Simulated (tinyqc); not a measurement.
Inside a calculation. Method: sp3 tight binding, zinc-blende lattice. Computed by tinyqc, a small Python program that keeps every step. Command: `OMP_NUM_THREADS=1 python tinyqc.py 28474 28475 out.jsonl` (the two numbers bound the seeds that draw the settings). One thread of a shared host (Intel(R) Xeon(R) Processor @ 2.60GHz), about 0.01 s of CPU time with the checks.

## Bloch Hamiltonian at k

Parameters chosen for this model: zinc-blende lattice, anion at 0, cation at a/4 (1,1,1); V = eta hbar^2 / (m d^2), hbar^2/m = 7.619964 eV angstrom^2:
```
parameter          value      unit
a               5.070000  angstrom
d               2.195374  angstrom
Es anion      -13.420000        eV
Ep anion       -7.350000        eV
Es cation     -10.040000        eV
Ep cation      -5.590000        eV
eta ss         -1.320000
eta sp          1.420000
eta pp sigma    2.220000
eta pp pi      -0.630000
V ss           -2.086939        eV
V sp            2.245040        eV
V pp sigma      3.509851        eV
V pp pi        -0.996039        eV
```

k point k (2 pi / a): [-0.06000, 0.63000, 0.30000]

Slater-Koster rules over the four bonds with direction cosines (l, m, n): ss V_ss; s-px l V_sp; px-s -l V_sp; px-px l^2 V_pps + (1 - l^2) V_ppp; px-py l m (V_pps - V_ppp); each times exp(i k.d).

H(k) at k (eV), order a s, a px, a py, a pz, c s, c px, c py, c pz:
```
[[-13.42000, 0.00000, 0.00000, 0.00000, -4.06546-0.29809i, -1.95860-0.23868i, 0.12162+3.84396i, 0.36336+1.28656i],
 [0.00000, -7.35000, 0.00000, 0.00000, 1.95860+0.23868i, 0.98557+0.07226i, 0.42105+1.49082i, 0.14092+4.45425i],
 [0.00000, 0.00000, -7.35000, 0.00000, -0.12162-3.84396i, 0.42105+1.49082i, 0.98557+0.07226i, -2.26955-0.27658i],
 [0.00000, 0.00000, 0.00000, -7.35000, -0.36336-1.28656i, 0.14092+4.45425i, -2.26955-0.27658i, 0.98557+0.07226i],
 [-4.06546+0.29809i, 1.95860-0.23868i, -0.12162+3.84396i, -0.36336+1.28656i, -10.04000, 0.00000, 0.00000, 0.00000],
 [-1.95860+0.23868i, 0.98557-0.07226i, 0.42105-1.49082i, 0.14092-4.45425i, 0.00000, -5.59000, 0.00000, 0.00000],
 [0.12162-3.84396i, 0.42105-1.49082i, 0.98557-0.07226i, -2.26955+0.27658i, 0.00000, 0.00000, -5.59000, 0.00000],
 [0.36336-1.28656i, 0.14092-4.45425i, -2.26955+0.27658i, 0.98557-0.07226i, 0.00000, 0.00000, 0.00000, -5.59000]]
```

## Levels at k

Diagonalise the Hermitian matrix.

eigenvalues (eV): [-17.73053, -12.80858, -11.93571, -11.02759, -3.62122, -3.08516, -1.45990, -0.61131]

weights |c|^2 of the basis functions, order a s, a px, a py, a pz, c s, c px, c py, c pz:
```
[[0.60942, 0.11197, 0.01151, 0.02452, 0.13553, 0.08535, 0.00632, 0.01539],
 [0.00093, 0.12031, 0.38623, 0.03218, 0.12701, 0.01377, 0.15309, 0.16648],
 [0.03303, 0.15766, 0.04716, 0.24240, 0.23488, 0.19455, 0.00354, 0.08678],
 [0.00556, 0.15646, 0.12802, 0.29187, 0.00394, 0.00889, 0.24899, 0.15627],
 [0.27526, 0.21830, 0.03432, 0.04485, 0.38436, 0.01381, 0.00808, 0.02102],
 [0.00650, 0.14594, 0.16806, 0.04836, 0.07784, 0.10353, 0.22389, 0.22588],
 [0.05905, 0.03691, 0.04764, 0.14334, 0.03560, 0.55531, 0.00500, 0.11716],
 [0.01025, 0.05246, 0.17705, 0.17248, 0.00085, 0.02480, 0.35109, 0.21102]]
```

## Bloch Hamiltonian at X

k point X (2 pi / a): [1, 0, 0]

As before.

H(k) at X (eV), order a s, a px, a py, a pz, c s, c px, c py, c pz:
```
[[-13.42000, 0.00000, 0.00000, 0.00000, 0.00000, 0.00000+5.18470i, 0.00000, 0.00000],
 [0.00000, -7.35000, 0.00000, 0.00000, 0.00000-5.18470i, 0.00000, 0.00000, 0.00000],
 [0.00000, 0.00000, -7.35000, 0.00000, 0.00000, 0.00000, 0.00000, 0.00000+6.00785i],
 [0.00000, 0.00000, 0.00000, -7.35000, 0.00000, 0.00000, 0.00000+6.00785i, 0.00000],
 [0.00000, 0.00000+5.18470i, 0.00000, 0.00000, -10.04000, 0.00000, 0.00000, 0.00000],
 [0.00000-5.18470i, 0.00000, 0.00000, 0.00000, 0.00000, -5.59000, 0.00000, 0.00000],
 [0.00000, 0.00000, 0.00000, 0.00000-6.00785i, 0.00000, 0.00000, -5.59000, 0.00000],
 [0.00000, 0.00000, 0.00000-6.00785i, 0.00000, 0.00000, 0.00000, 0.00000, -5.59000]]
```

## Levels at X

As before.

eigenvalues (eV): [-16.00179, -14.05132, -12.54196, -12.54196, -3.33868, -3.00821, -0.39804, -0.39804]

## Bands along a path

The same steps at evenly spaced points between the labelled ones.

Bands along the path (eV):
```
k            band 1     band 2     band 3     band 4    band 5    band 6    band 7    band 8
L         -17.51444  -14.32104  -10.58106  -10.58106  -4.43970  -2.35894  -2.35894  -0.12481
L-G 0.25  -18.17129  -13.41693  -10.36088  -10.36088  -4.29995  -2.57912  -2.57912  -0.51184
L-G 0.50  -19.21321  -11.62502   -9.76929   -9.76929  -3.98440  -3.17071  -3.17071  -1.57737
L-G 0.75  -19.97404   -9.71706   -9.04520   -9.04520  -3.89480  -3.89480  -3.83120  -2.87770
G         -20.24711   -8.67675   -8.67675   -8.67675  -4.26325  -4.26325  -4.26325  -3.21289
G-X 0.25  -19.88083   -9.56126   -9.56126   -9.25212  -4.18670  -3.37874  -3.37874  -3.08035
G-X 0.50  -18.83273  -11.03829  -11.03829  -10.72947  -3.93856  -2.89924  -1.90171  -1.90171
G-X 0.75  -17.27574  -12.64410  -12.14297  -12.14297  -3.58319  -2.89697  -0.79703  -0.79703
X         -16.00179  -14.05132  -12.54196  -12.54196  -3.33868  -3.00821  -0.39804  -0.39804
X-W 0.25  -16.00179  -14.05132  -12.54196  -12.54196  -3.33868  -3.00821  -0.39804  -0.39804
X-W 0.50  -16.00179  -14.05132  -12.54196  -12.54196  -3.33868  -3.00821  -0.39804  -0.39804
X-W 0.75  -16.00179  -14.05132  -12.54196  -12.54196  -3.33868  -3.00821  -0.39804  -0.39804
W         -16.00179  -14.05132  -12.54196  -12.54196  -3.33868  -3.00821  -0.39804  -0.39804
```

With 4 band(s) filled, the highest filled level on these points lies at G and the lowest empty one at L: a gap of 4.2370 eV, indirect.
